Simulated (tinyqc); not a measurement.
# Current crowding under a contact, resistor ladder against the transmission-line model: what changes with what

A metal contact of length d and width W on a thin layer of the same width. The metal has no resistance, the sheet resistance under it equals Rsh, and current enters the layer at the front edge x = 0.

Parameters, values chosen for the exercise: sheet resistance of the semiconductor layer Rsh = 130 ohm/sq; specific contact resistivity rc = 1.4e-8 ohm cm^2; contact length d = 0.34 um; contact width W = 12 um.

Each table varies one quantity; the others keep the values above.

## Convergence with the number of cells

Cut the contact into n cells of length hc = d/n. Neighbouring cell centres are joined by a = W/(Rsh hc), each centre joins the metal (0 V) by g = W hc/rc, and I enters cell 1 through half a cell: -a v_(i-1) + b_i v_i - a v_(i+1) = I for i = 1 and 0 otherwise, b_i = g + 2 a (g + a at both ends). Rc = v_1/I + 1/(2 a). The error is against Transfer length Lt = sqrt(rc/Rsh); front resistance Rc = (Rsh Lt/W) coth(d/Lt); end resistance Re = (Rsh Lt/W)/sinh(d/Lt).

Convergence with the number of cells:
```
n     hc/Lt  Rc (ohm)  error (%)
1     3.276     2.185       93.8
2     1.638     1.461       29.5
4    0.8191     1.219       8.12
8    0.4095     1.151       2.09
16   0.2048     1.133      0.526
32   0.1024     1.129      0.132
64  0.05119     1.128     0.0330
```

What does the comparison show?

The exact Rc is 1.1274 ohm. The error falls from 94 % to 0.033 %, by a factor of 4.0 over the last doubling: second order in the cell length.

## Effect of the contact length

Same model as above.

Transfer length Lt = sqrt(rc/Rsh); front resistance Rc = (Rsh Lt/W) coth(d/Lt); end resistance Re = (Rsh Lt/W)/sinh(d/Lt).

Effect of the contact length:
```
d (um)     d/Lt  Rc W (ohm um)  rc/d (ohm um)      Re/Rc
0.016   0.15418         88.192         87.500    0.98823
0.026   0.25054         54.968         53.846    0.96941
0.04    0.38545         36.716         35.000    0.93005
0.062   0.59745         25.205         22.581    0.84471
0.098   0.94435         18.300         14.286    0.67566
0.15     1.4454         15.077         9.3333    0.44649
0.24     2.3127         13.758         5.8333    0.19607
0.37     3.5654         13.512         3.7838   0.056526
0.58     5.5890         13.491         2.4138  0.0074773
```

Rc W falls from 88.2 to 13.5 ohm um, as d^(-0.97) between the first two rows. It levels off at sqrt(rc Rsh) = 13.5 ohm um and, among the rows, is within 5 % of that from d = 0.24 um on (Lt = 0.104 um): metal beyond two transfer lengths lowers Rc by less than 4 %.

Program tinyqc, `OMP_NUM_THREADS=1 python tinyqc.py 2760174 2760175 out.jsonl`; Intel Xeon 2.30GHz, shared host, one thread, about 0.01 s.
